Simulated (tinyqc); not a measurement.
Same peak temperature, different pulse lengths: millisecond and nanosecond annealing: surface heating, thermal budget and solid-phase regrowth. Computed by tinyqc, a small Python program. Command: `OMP_NUM_THREADS=1 python tinyqc.py 3000145 3000146 out.jsonl flash walk`. One thread of a shared host (Intel(R) Xeon(R) Processor @ 2.30GHz), about 0.02 s of CPU time with the checks.

A square pulse heats the surface of a thick wafer with constant thermal properties; losses by radiation are neglected and silicon melts at 1414 C.

Inputs (values chosen for the exercise, modelled on hot silicon with phosphorus): incident fluence = 99.1 J/cm^2; pulse length t_p = 0.016 s; reflectance R = 0.36; thermal conductivity k = 0.28 W/(cm K); heat capacity per volume c = 2.16 J/(cm^3 K); preheat temperature T0 = 500 C; wafer thickness d = 775 um; dopant prefactor D0 = 4.49 cm^2/s; dopant activation energy E = 3.67 eV; regrowth prefactor v0 = 5.6e+08 cm/s; regrowth energy E_v = 2.7 eV; amorphous layer = 11 nm.

Source: flash lamp.

Constants: k_B = 8.617333262e-05 eV/K.

Method:
- Absorbed flux q = (1 - R) fluence/t_p; kappa = k/c. With f(z, t) = (2 q/k) sqrt(kappa t) ierfc(z/(2 sqrt(kappa t))), ierfc(x) = exp(-x^2)/sqrt(pi) - x erfc(x): T = T0 + f(z, t) during the pulse and T0 + f(z, t) - f(z, t - t_p) after it.
- At the surface the rise at the end of the pulse is 2 q sqrt(t_p/(pi k c)); the fluence that just melts the surface scales with (1414 - T0).
- Temperatures in kelvin are T(C) + 273.15.
- Integrate exp(-E/(k_B T(t))) at the surface from 0 to 10 t_p (Gauss-Legendre, 60 points in sqrt(t) up to t_p and 60 in sqrt(t - t_p) after it). (Dt) = D0 x integral with E; regrowth = v0 x integral with E_v; effective time = integral/exp(-E/(k_B T_peak)).
- For each t_p the flux is set so that the peak temperature stays the same: q sqrt(t_p) is fixed.

absorbed flux q = 3964 W/cm^2

kappa = 0.129630 cm^2/s

Pulses:
```
t_p (s)   fluence (J/cm^2)  q (W/cm^2)  thermal length (um)  2 sqrt(Dt) (nm)  regrowth (nm)
1.00e-07        2.4775e-01  1.5856e+06           1.1386e+00       3.4282e-03     8.9565e-02
1.00e-06        7.8345e-01  5.0141e+05           3.6004e+00       1.0841e-02     8.9565e-01
1.00e-05        2.4775e+00  1.5856e+05           1.1386e+01       3.4282e-02     8.9565e+00
1.00e-04        7.8345e+00  5.0141e+04           3.6004e+01       1.0841e-01     8.9565e+01
3.00e-04        1.3570e+01  2.8949e+04           6.2361e+01       1.8777e-01     2.6869e+02
1.00e-03        2.4775e+01  1.5856e+04           1.1386e+02       3.4282e-01     8.9565e+02
3.00e-03        4.2912e+01  9.1545e+03           1.9720e+02       5.9378e-01     2.6869e+03
1.00e-02        7.8345e+01  5.0141e+03           3.6004e+02       1.0841e+00     8.9565e+03
```

What does the comparison show, and why?

Fluence and diffusion length grow as sqrt(t_p), regrowth as t_p. The layer of 11 nm regrows from t_p = 0.0001 s on among these rows, at a diffusion length of 0.11 nm. Caution: heat reaches the back of the wafer, which is no longer thick. Caution: amorphous silicon melts some 200 to 250 K below the crystal, which matters for the short pulses that reach the peak before regrowth. Caution: the shortest pulses need a source absorbed within their thermal length, and the longest also heat the back of the wafer, which the thick-wafer formula leaves out.

Extremes, crossings and ranges named in words are read from the listed rows.
